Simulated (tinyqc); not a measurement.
Worked calculation: empirical pseudopotential in a few plane waves. One step of it, computed by the program tinyqc.

Task: Bloch Hamiltonian at k. Basis: the 15 shortest G (labels in 2 pi/a), the same at every k. H(G,G') = c |k + G|^2 delta + VS(|G-G'|^2) cos((G-G').tau) + i VA sin((G-G').tau), tau = a/8 (1,1,1); 1 Ry = 13.605693 eV.

Parameters chosen for this model: fcc lattice, atoms at +/- a/8 (1,1,1); form factors in rydberg at |G|^2 in units of (2 pi/a)^2:

| parameter | value | unit |
|---|---|---|
| a | 6.050000 | angstrom |
| VS(3) | -0.219000 | Ry |
| VS(8) | 0.000000 | Ry |
| VS(11) | 0.062000 | Ry |
| VA(3) | 0 | Ry |
| VA(4) | 0 | Ry |
| VA(11) | 0 | Ry |
| hbar^2/2m (2 pi/a)^2 | 4.109338 | eV |

k point k (2 pi / a): 0.410000  0.360000  -0.470000

Give: H(k) at k.

Result:

H(k) at k (eV):
```
         +0+0+0   -1-1-1   -1-1+1   -1+1-1   -1+1+1   +1-1-1   +1-1+1   +1+1-1
+0+0+0   2.1311   2.1069  -2.1069  -2.1069  -2.1069  -2.1069  -2.1069  -2.1069
-1-1-1   2.1069  11.9935   0.0000   0.0000   0.0000   0.0000   0.0000   0.0000
-1-1+1  -2.1069   0.0000   4.2680   0.0000   0.0000   0.0000   0.0000   0.0000
-1+1-1  -2.1069   0.0000   0.0000  17.9110   0.0000   0.0000   0.0000   0.0000
-1+1+1  -2.1069   0.0000   0.0000   0.0000  10.1854   0.0000   0.0000   0.0000
+1-1-1  -2.1069   0.0000   0.0000   0.0000   0.0000  18.7328   0.0000   0.0000
+1-1+1  -2.1069   0.0000   0.0000   0.0000   0.0000   0.0000  11.0073   0.0000
+1+1-1  -2.1069   0.0000   0.0000   0.0000   0.0000   0.0000   0.0000  24.6503
+1+1+1   2.1069   0.0000   0.0000   0.0000   0.0000   0.0000   0.0000   0.0000
-2+0+0   0.0000  -2.1069  -2.1069  -2.1069   2.1069   0.5965  -0.5965  -0.5965
+0-2+0   0.0000  -2.1069  -2.1069   0.5965  -0.5965  -2.1069   2.1069  -0.5965
+0+0-2   0.0000  -2.1069   0.5965  -2.1069  -0.5965  -2.1069  -0.5965   2.1069
+0+0+2   0.0000  -0.5965   2.1069  -0.5965  -2.1069  -0.5965  -2.1069   0.5965
+0+2+0   0.0000  -0.5965  -0.5965   2.1069  -2.1069  -0.5965   0.5965  -2.1069
+2+0+0   0.0000  -0.5965  -0.5965  -0.5965   0.5965   2.1069  -2.1069  -2.1069

         +1+1+1   -2+0+0   +0-2+0   +0+0-2   +0+0+2   +0+2+0   +2+0+0
+0+0+0   2.1069   0.0000   0.0000   0.0000   0.0000   0.0000   0.0000
-1-1-1   0.0000  -2.1069  -2.1069  -2.1069  -0.5965  -0.5965  -0.5965
-1-1+1   0.0000  -2.1069  -2.1069   0.5965   2.1069  -0.5965  -0.5965
-1+1-1   0.0000  -2.1069   0.5965  -2.1069  -0.5965   2.1069  -0.5965
-1+1+1   0.0000   2.1069  -0.5965  -0.5965  -2.1069  -2.1069   0.5965
+1-1-1   0.0000   0.5965  -2.1069  -2.1069  -0.5965  -0.5965   2.1069
+1-1+1   0.0000  -0.5965   2.1069  -0.5965  -2.1069   0.5965  -2.1069
+1+1-1   0.0000  -0.5965  -0.5965   2.1069   0.5965  -2.1069  -2.1069
+1+1+1  16.9247  -0.5965  -0.5965  -0.5965  -2.1069  -2.1069  -2.1069
-2+0+0  -0.5965  11.8291   0.0000   0.0000   0.0000   0.0000   0.0000
+0-2+0  -0.5965   0.0000  12.6510   0.0000   0.0000   0.0000   0.0000
+0+0-2  -0.5965   0.0000   0.0000  26.2940   0.0000   0.0000   0.0000
+0+0+2  -2.1069   0.0000   0.0000   0.0000  10.8429   0.0000   0.0000
+0+2+0  -2.1069   0.0000   0.0000   0.0000   0.0000  24.4859   0.0000
+2+0+0  -2.1069   0.0000   0.0000   0.0000   0.0000   0.0000  25.3078
```
